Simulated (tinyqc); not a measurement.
Inside a calculation: heavy doping: gap narrowing, degeneracy and the minority density. Values are carried at full precision from step to step, so a last printed digit may differ when a step is redone from the rounded ones.

Empirical narrowing (Slotboom form, constants chosen for the exercise; published fits of this form give the apparent narrowing, here it is taken as the true one): dEg = E0 [ln(N/N0) + sqrt(ln(N/N0)^2 + C)].

Constants: kB = 8.617333262e-05 eV/K; e^2/(4 pi eps0) = 14.39964547 eV angstrom.

Inputs chosen for the exercise (gap and densities of states near those of InP at this temperature; narrowing constants of the size fitted for Si, not for this material; not measured data):
```
symbol  value     unit    meaning
N       7.2e+17   1/cm^3  ionised acceptors, equal to the majority density
E0      8.76      meV     narrowing scale
N0      1.1e+17   1/cm^3  onset density
C       0.5               smoothing constant
Nv      1.54e+19  1/cm^3  valence-band density of states
Eg      1.334     eV      gap
Nc      7.18e+17  1/cm^3  conduction-band density of states
T       350       K
eps     12.6              dielectric constant
Mv      1                 majority valleys
```

## Gap narrowing

Evaluate at N.

ln(N/N0) = 1.8788
dEg (empirical fit) = 34.04 meV

Well above N0 each decade of doping adds 2 E0 ln 10 = 40.3 meV.

## Degeneracy of the majority band

F_j(eta) = (1/Gamma(j + 1)) integral_0^infinity x^j dx/(1 + exp(x - eta)), which tends to exp(eta) for eta << 0.

Majority: N = Nv F_1/2(eta), eta the distance of EF beyond the majority band edge in kT. Degeneracy factor gam = F_1/2(eta)/exp(eta). ni0^2 = Nc Nv exp(-Eg/kT); product n p = ni0^2 gam exp(dEg/kT), dEg the true narrowing; apparent narrowing dEa = dEg + kT ln gam; minority density = n p/N.

Solve for eta and form gam.

N/Nv = 0.04675
eta = -3.0464
gam = 0.9836

## Product and minority density

Combine both effects.

ni0 = 8.27e+08 1/cm^3
exp(dEg/kT) = 3.09
dEa = 33.5 meV
sqrt(n p) = 1.44e+09 1/cm^3
minority density = 2.89 1/cm^3

Narrowing multiplies the product by 3.09 and degeneracy by 0.984; together they change the minority density by a factor 3.04 against ni0^2/N.

## Two estimates of the size

Two physical estimates, e2 = e^2/(4 pi eps0), N in 1/angstrom^3: exchange shift at the Fermi level, Ex = (e2/eps) kF/pi with kF = (3 pi^2 N/Mv)^(1/3); screened-pair energy (Lanyon-Tuft), Es = (3/4)(e2/eps) qs with qs^2 = (4 pi e2 N/(eps kT)) F_-1/2(eta)/F_1/2(eta).

Evaluate both at N.

kF = 0.02773 1/angstrom
Ex = 10.09 meV
Es = 15.74 meV

Against the fitted dEg = 34.0 meV, Ex is 0.30 and Es 0.46 times as large; each keeps one mechanism only, and Ex assumes a strongly degenerate gas, while here eta is only -3.05.

## Checks

- Minority density against the Boltzmann occupation of the other band at the narrowed gap (1/cm^3): both 2.888.

Run: tinyqc, `OMP_NUM_THREADS=1 python tinyqc.py 1651815 1651816 out.jsonl`; Intel(R) Xeon(R) Processor @ 2.30GHz, one thread, shared host; about 0.01 s of CPU time with all checks.
